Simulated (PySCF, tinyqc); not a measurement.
G0W0 on RHF in the sto-3g basis, for BeH+, spin multiplicity 1, step by step. The lowest restricted solution is unstable here: a spin-polarised one lies 0.0108 hartree lower (PySCF). One step of it, computed by the program tinyqc.

Problem. G0W0 on Hartree-Fock: LUMO. W(p,q,m) = sqrt2 sum_ia (pq|ia) (X+Y)_ia,m; Sigma_c(x) = sum_(i,m) W^2/(x - e_i + w_m) + sum_(a,m) W^2/(x - e_a - w_m); solve x = e_p + Sigma_c(x) by Newton steps; Z = 1/(1 - dSigma/dx); 1 hartree = 27.211386 eV.

orbital energies (hartree): MO1 -4.986565, MO2 -0.638684, MO3 -0.251136, MO4 -0.121093, MO5 -0.121093, MO6 0.082540

Two-electron integrals over orbitals (pq|rs), unique and non-zero (hartree):
```
(11|11) 2.275781    (21|11) -0.174103   (21|21) 0.022060    (22|11) 0.449523
(22|21) -0.001510   (22|22) 0.446929    (31|11) -0.171045   (31|21) 0.018090
(31|22) -0.013358   (31|31) 0.025671    (32|11) 0.083555    (32|21) -0.005714
(32|22) -0.064244   (32|31) 0.001617    (32|32) 0.068480    (33|11) 0.515720
(33|21) -0.010450   (33|22) 0.329229    (33|31) 0.002052    (33|32) 0.030375
(33|33) 0.418819    (41|41) 0.015581    (42|41) 0.014339    (42|42) 0.046384
(43|41) 0.013695    (43|42) 0.035281    (43|43) 0.047585    (44|11) 0.569240
(44|21) -0.006108   (44|22) 0.346593    (44|31) -0.006026   (44|32) 0.044344
(44|33) 0.378049    (44|44) 0.449859    (51|51) 0.015581    (52|51) 0.014339
(52|52) 0.046384    (53|51) 0.013695    (53|52) 0.035281    (53|53) 0.047585
(54|54) 0.024249    (55|11) 0.569240    (55|21) -0.006108   (55|22) 0.346593
(55|31) -0.006026   (55|32) 0.044344    (55|33) 0.378049    (55|44) 0.401360
(55|55) 0.449859    (61|11) 0.078340    (61|21) -0.013108   (61|22) -0.008663
(61|31) -0.001781   (61|32) 0.008027    (61|33) 0.014285    (61|44) 0.002045
(61|55) 0.002045    (61|61) 0.015236    (62|11) -0.133618   (62|21) 0.001115
(62|22) 0.015494    (62|31) 0.008582    (62|32) -0.057149   (62|33) -0.003912
(62|44) -0.069674   (62|55) -0.069674   (62|61) 0.005591    (62|62) 0.115711
(63|11) 0.081156    (63|21) -0.003328   (63|22) -0.056827   (63|31) 0.004938
(63|32) 0.065199    (63|33) 0.047628    (63|44) 0.040016    (63|55) 0.040016
(63|61) 0.007999    (63|62) -0.062070   (63|63) 0.082178    (64|41) -0.006698
(64|42) -0.024513   (64|43) -0.006655   (64|64) 0.021783    (65|51) -0.006698
(65|52) -0.024513   (65|53) -0.006655   (65|65) 0.021783    (66|11) 0.479804
(66|21) -0.002122   (66|22) 0.453548    (66|31) -0.012059   (66|32) -0.068288
(66|33) 0.357799    (66|44) 0.350028    (66|55) 0.350028    (66|61) -0.007142
(66|62) 0.039883    (66|63) -0.059247   (66|66) 0.488977
```

excitation energies w (hartree): 0.482400  0.602977  0.602977  0.936633  4.786475  4.896572  4.896572  5.099540

X + Y:
```
             1          2          3          4         5          6         7          8
1>3  -0.002873   0.000000   0.000000  -0.006188  0.994586   0.000000  0.000000  -0.010832
1>4   0.000000  -0.008452  -0.006962   0.000000  0.000000  -0.366748  0.926893   0.000000
1>5   0.000000   0.006962  -0.008452   0.000000  0.000000   0.926893  0.366748   0.000000
1>6  -0.006588   0.000000   0.000000  -0.003098  0.011563   0.000000  0.000000   0.996946
2>3   0.879778   0.000000   0.000000  -0.122976  0.000112   0.000000  0.000000   0.000479
2>4   0.000000   0.715120   0.589052   0.000000  0.000000  -0.000461  0.001165   0.000000
2>5   0.000000  -0.589052   0.715120   0.000000  0.000000   0.001165  0.000461   0.000000
2>6   0.233756   0.000000   0.000000   0.861317  0.001124   0.000000  0.000000   0.000626
```

Give: The 12 largest terms at x = e_p; Newton steps; quasiparticle energy of the LUMO; Hartree-Fock value.

Solution.

The 12 largest terms at x = e_p (hartree; W for the signs of X + Y given):
```
q  m        W       term
6  4  -0.0870    -0.0060
2  1   0.0662     0.0050
2  4  -0.0816     0.0050
6  1   0.0605    -0.0045
3  1   0.0364    -0.0027
4  2   0.0355    -0.0017
5  3   0.0355    -0.0017
5  2  -0.0293    -0.0012
4  3   0.0293    -0.0012
1  5   0.0361   1.37e-04
3  4  -0.0101  -1.10e-04
3  8   0.0201  -7.94e-05
```

Newton steps (hartree):
```
step        x  Sigma_c(x)       Z
0     -0.2511     -0.0091  0.9676
1     -0.2599     -0.0088  0.9679
2     -0.2599     -0.0088  0.9679
```

quasiparticle energy of the LUMO = -7.0731 eV

Hartree-Fock value = -6.8338 eV
